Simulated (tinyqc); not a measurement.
Inside a calculation. Method: coherent transport through a tight-binding region between two chains. Computed by tinyqc, a small Python program that keeps every step. Settings: temperature = 4, mu = -0.31. Command: `OMP_NUM_THREADS=1 python tinyqc.py 28587 28588 out.jsonl` (the two numbers bound the seeds that draw the settings). One thread of a shared host (Intel(R) Xeon(R) Processor @ 2.60GHz), about 0.08 s of CPU time with the checks.

## Transmission at E = -0.81 eV

H of the central region (eV):
```
,1,2
1,0.00000,-1.67000
2,-1.67000,0.00000
```

Leads: semi-infinite chains with site energy 0:
```
parameter,value
lead hopping t (eV),2.870000
coupling to the left lead (eV),1.100000
coupling to the right lead (eV),0.200000
left contact site,1
right contact site,2
```

E = -0.81000 eV

Surface Green function g = (E - i sqrt(4 t^2 - E^2)) / (2 t^2); self-energy tc^2 g on each contact site; G = (E - H - Sigma)^(-1); Gamma = -2 Im Sigma; T = Gamma_L Gamma_R |G_LR|^2; local density of states -Im G_ii / pi.

g = -0.04917-0.34495i 1/eV

G (1/eV):
```
,1,2
1,0.35920-0.06337i,0.74439-0.11825i
2,0.74439-0.11825i,0.30498-0.23919i
```

local density of states (1/eV): 0.02017  0.07614

transmission = 0.01309

## Transmission across the band

The same steps on a grid of energies.

T(E):
```
E (eV),T
-5.4530000,1.05e-05
-4.9077000,4.64e-05
-4.3624000,0.00013
-3.8171000,0.00032
-3.2718000,0.00085
-2.7265000,0.00287
-2.1812000,0.01681
-1.6359000,0.10661
-1.0906000,0.02045
-0.5453000,0.01014
0.0000000,0.00839
0.5453000,0.01014
1.0906000,0.02045
1.6359000,0.10661
2.1812000,0.01681
2.7265000,0.00287
3.2718000,0.00085
3.8171000,0.00032
4.3624000,0.00013
4.9077000,4.64e-05
5.4530000,1.05e-05
```

levels of the isolated region (eV): -1.67000  1.67000

## Current

I = (2e/h) int T(E) [f(E - mu - V/2) - f(E - mu + V/2)] dE at 4 K with mu = -0.31 eV, the bias not changing H; 2e^2/h = 77.48092 microsiemens; the integral runs over the band on 4001 points.

Current:
```
V (volt),I (microampere)
0.01000,0.00639
0.05000,0.03402
0.10000,0.06922
0.20000,0.13790
0.40000,0.27822
0.80000,0.57517
```
